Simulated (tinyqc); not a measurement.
Interband optics of a two-band s-p chain from momentum matrix elements: sweeps and comparisons. A value that a table varies takes the place of the one given here.

H(k) = [[Es - 2 ts cos ka, 2i V sin ka], [-2i V sin ka, Ep_ + 2 tp cos ka]] in the basis s, p; the lower band is full, with two electrons a cell. The velocity operator times hbar is W = dH/dk (eV angstrom); intra-atomic dipoles are left out.

With w(k) = |<c|W|v>|^2 and D(k) = Ec - Ev, on the mesh k_j = (j + 1/2)/N (2 pi/a): eps(E) = 1 + (8 pi e2/(a Ar)) mean_j (w/D^2) [1/(D - E - i eta) + 1/(D + E + i eta)], e2 = e^2/(4 pi eps0); light polarised along the chains, no local fields.

Constants: e^2/(4 pi eps0) = 14.39964547 eV angstrom; hbar^2/2m0 = 3.80998211 eV angstrom^2.

Parameters, chosen for this exercise: a = 2.68 angstrom (period); Es = 1.84 eV (upper orbital (s)); Ep_ = -3.41 eV (lower orbital (p)); ts = 0.46 eV (s-s hopping); tp = 0.2 eV (p-p hopping); V = 0.95 eV (s-p hopping); Ar = 7.6 angstrom^2 (cross-section per chain); eta = 0.2 eV (Lorentzian half width); E = 4.16 eV (photon energy).

## Joint density of states against eps2

Mesh of 2000 points. J(E) = mean of (eta/pi)/((E - D)^2 + eta^2). The fourth column is J times the constant (8 pi^2 e2/(a Ar)) mean(w/D^2). R = |(sqrt(eps) - 1)/(sqrt(eps) + 1)|^2.

Spectrum:

| E (eV) | J (1/eV) | eps2 | eps2 with constant element | eps1 | R |
|---|---|---|---|---|---|
| 3.33 | 0.025 | 1.419 | 0.585 | 7.950 | 0.232 |
| 3.70 | 0.072 | 4.978 | 1.668 | 11.140 | 0.318 |
| 4.06 | 0.199 | 13.859 | 4.615 | 3.400 | 0.440 |
| 4.43 | 0.166 | 7.491 | 3.856 | -2.116 | 0.446 |
| 4.80 | 0.152 | 3.991 | 3.515 | -1.800 | 0.406 |
| 5.16 | 0.152 | 2.298 | 3.536 | -0.740 | 0.302 |
| 5.53 | 0.167 | 1.476 | 3.869 | 0.610 | 0.106 |
| 5.90 | 0.205 | 1.453 | 4.749 | 2.386 | 0.082 |
| 6.27 | 0.325 | 3.503 | 7.546 | 5.241 | 0.206 |
| 6.63 | 0.748 | 12.991 | 17.347 | 0.844 | 0.454 |
| 7.00 | 0.248 | 3.937 | 5.743 | -6.248 | 0.695 |
| 7.37 | 0.072 | 1.151 | 1.668 | -3.605 | 0.778 |

Transitions span 3.930 to 6.766 eV. Among the energies listed J peaks at 6.63 eV and eps2 at 4.06 eV. The ratio of eps2 to the constant-element value is 3.00 at 4.06 eV and 0.75 at 6.63 eV: w/D^2 is 1.679 angstrom^2 at the zone centre and 0.601 at the edge.

## Mesh against broadening

eps2 at E for three widths, and eps(0) at eta = 0; the last row is the mesh of 2000 points.

Convergence:

| N | eta = 0.03 eV | eta = 0.1 eV | eta = 0.3 eV | eps(0) |
|---|---|---|---|---|
| 4 | 0.080 | 0.266 | 0.738 | 2.6134 |
| 8 | 7.768 | 16.692 | 12.218 | 3.8706 |
| 16 | 5.147 | 11.809 | 10.048 | 4.0070 |
| 32 | 29.524 | 17.131 | 10.201 | 4.0075 |
| 64 | 10.412 | 14.104 | 10.171 | 4.0075 |
| 128 | 15.953 | 14.240 | 10.171 | 4.0075 |
| 2000 | 14.938 | 14.237 | 10.171 | 4.0075 |

The first N from which eps2 stays within 2 % of the last row is above 128 for eta = 0.03, 64 for 0.1 and 16 for 0.3 eV; for eps(0) and 0.1 % it is 16. E lies inside the range of transitions, so as a rule the spacing of D between mesh points must fall below eta (less so where the weight w is small at E).

## Static constant against the gap

Es takes the values listed; mesh of 400 points; the Penn-type estimate is 1 + 8 pi c e2 n_eff/(a Ar Dm^2) with Dm the f-weighted mean of D, f = w/(c D), n_eff = 2 mean(f), c = hbar^2/2m0.

Results:

| Es (eV) | smallest D (eV) | Dm (eV) | n_eff | eps(0) | estimate |
|---|---|---|---|---|---|
| 1.54 | 3.630 | 5.168 | 1.180 | 4.587 | 3.991 |
| 1.84 | 3.930 | 5.460 | 1.129 | 4.007 | 3.563 |
| 2.34 | 4.430 | 5.948 | 1.051 | 3.294 | 3.012 |
| 2.84 | 4.930 | 6.437 | 0.983 | 2.793 | 2.606 |
| 3.84 | 5.930 | 7.417 | 0.868 | 2.157 | 2.068 |
| 4.84 | 6.930 | 8.401 | 0.775 | 1.791 | 1.744 |
| 6.84 | 8.930 | 10.375 | 0.637 | 1.417 | 1.401 |

eps(0) - 1 falls from 3.587 to 0.417, as Dm^-3.09; a fixed n_eff would give the power -2, and n_eff goes from 1.180 to 0.637. The single-gap estimate is low by 16.6 % of eps(0) - 1 in the first row and 3.8 % in the last, since 1/D^2 favours the smallest separations. n_eff need not equal the 2 electrons of the cell: a two-orbital basis with chosen hoppings does not obey the free-electron sum rule.

## What moves the optical response

Mesh of 400 points; n_eff = 2 mean(w/(c D)), c = hbar^2/2m0. Each row changes one parameter from the base and keeps the others.

Results:

| case | smallest D (eV) | largest D (eV) | n_eff | eps(0) |
|---|---|---|---|---|
| base | 3.930 | 6.766 | 1.129 | 4.007 |
| a = 2.814 angstrom | 3.930 | 6.766 | 1.244 | 4.158 |
| Es = 2.14 eV | 4.230 | 7.033 | 1.081 | 3.549 |
| ts = 0.552 eV | 3.746 | 6.865 | 1.137 | 4.197 |
| V = 1.045 eV | 3.930 | 6.935 | 1.327 | 4.488 |
| Ar = 8.36 angstrom^2 | 3.930 | 6.766 | 1.129 | 3.734 |

The largest shifts from the base row, up to three for each result and ties (the steps differ in size, so this ranks the rows, not the parameters). smallest D (eV): Es +0.300, ts -0.184; unchanged at the printed digits by a, V and Ar. largest D (eV): Es +0.267, V +0.168, ts +0.098; unchanged at the printed digits by a and Ar. n_eff: V +0.198, a +0.116, Es -0.048; unchanged at the printed digits by Ar. eps(0): V +0.481, Es -0.459, Ar -0.273.

Run: tinyqc, `OMP_NUM_THREADS=1 python tinyqc.py 1652769 1652770 out.jsonl`; Intel(R) Xeon(R) Processor @ 2.30GHz, one thread, shared host; about 0.01 s of CPU time with all checks.
